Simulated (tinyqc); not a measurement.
Vertical double-diffused power MOSFET, components of the on-resistance: two steps of the calculation.

Stripe cells of pitch Wp + a, two channels a cell. Current flows through the channels, spreads in the accumulation layer, passes the gap between the p bodies and spreads at 45 degrees into the drift layer below them. Low drain voltage, full ionisation.

Values chosen for this exercise; bulk values close to those of gallium nitride:
```
symbol,value,unit,meaning
T,300,K,temperature
eps_r,9.62,,relative permittivity
Kc,25200,V/cm per (cm^-3)^(1/8),critical-field constant
BV,6500,V,rated breakdown voltage of the drift layer
mud,917,cm^2/(V s),drift mobility at 300 K
bt,2,,temperature exponent of the drift mobility
tox,32,nm,gate oxide thickness (eps_r 3.9)
Vov,13,V,gate overdrive
mch,33,cm^2/(V s),channel mobility
mac,160,cm^2/(V s),accumulation-layer mobility
Lc,1.4,um,channel length
Wp,3.8,um,"width of the p body in one cell, channels included"
a,2.5,um,gap between neighbouring p bodies
xp,1,um,depth of the p body
Nj,5,,doping of the gap over the drift doping
Vbi,3.09,V,built-in voltage of the body junction
Rs,0.085,mohm cm^2,substrate and contact resistance
```

Constants: q = 1.602176634e-19 C, eps0 = 8.8541878128e-14 F/cm where lengths are in cm. Results are converted to the units shown.

Problem 1. Drift layer. Triangular field at breakdown with Ec = Kc N^(1/8): BV = eps0 eps_r Ec^2/(2 q N), so N = (eps0 eps_r Kc^2/(2 q BV))^(4/3); W = 2 BV/Ec; mu = mud (T/300 K)^(-bt); rho = 1/(q mu N); ideal resistance rho W.

Find: N; Ec; W; mu; rho; ideal resistance.

Solution 1.

N = 1.657e15 cm^-3
Ec = 2.013 MV/cm
W = 64.58 um
mu = 917.0 cm^2/(V s)
rho = 4.108 ohm cm
ideal resistance = 26.53 mohm cm^2

Problem 2. Components of the on-resistance. Pitch p = Wp + a, Cox = 3.9 eps0/tox; zero-bias depletion in the gap w0 = sqrt(2 eps0 eps_r Vbi/(q N Nj)), open gap g = a - 2 w0; R_ch = Lc p/(2 mch Cox Vov); R_acc = 0.6 a p/(4 mac Cox Vov), 0.6 being an empirical factor for current leaving the layer along its length; R_gap = (rho/Nj) xp p/g; spreading depth t = min(W, (p - g)/2); R_drift = (rho p/2) ln((g + 2 t)/g) + rho (W - t); R_on = the sum with Rs.

N = 1.6568945e15 cm^-3
W = 64.584895 um
mu = 917 cm^2/(V s)
rho = 4.1079526 ohm cm

Give: w0; g; components; R_on; shares.

Solution 2.

w0 = 0.6298 um
g = 1.240 um
components (mohm cm^2): channel 0.9526, accumulation 0.1053, gap 0.4173, drift 27.59, substrate 0.08500
R_on = 29.15 mohm cm^2
shares (%): channel 3.27, accumulation 0.36, gap 1.43, drift 94.65, substrate 0.29

The drift term is the largest. R_on is 1.10 times the ideal drift resistance, and spreading raises the drift term to 1.04 times it.

Program tinyqc, `OMP_NUM_THREADS=1 python tinyqc.py 2230014 2230015 out.jsonl`; Intel Xeon 2.30GHz, shared host, one thread, about 0.01 s.
